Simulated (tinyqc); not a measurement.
## Ideality, saturation current and resistance from three points

Question. Well above the saturation current a diode obeys V = n Vt ln(I/I0) + I Rs. Find n, Rs and I0.

Inputs (values chosen for the exercise): temperature T = 300 K.

Constants: q = 1.602176634e-19 C, kB = 1.380649e-23 J/K, Vt = kB T/q. Results are converted to the units shown.

currents (A): 3e-6  0.0001  0.04
voltages (V): 0.32816080  0.44862592  0.98425249

Solution. V is linear in the three unknowns n Vt, Rs and -n Vt ln I0, so three points give a linear system.

n = 1.32
Rs = 8.30 ohm
I0 = 2.00e-10 A

tinyqc, about 0.01 s, one thread, Intel Xeon 2.30GHz (shared host): `OMP_NUM_THREADS=1 python tinyqc.py 2260111 2260112 out.jsonl`
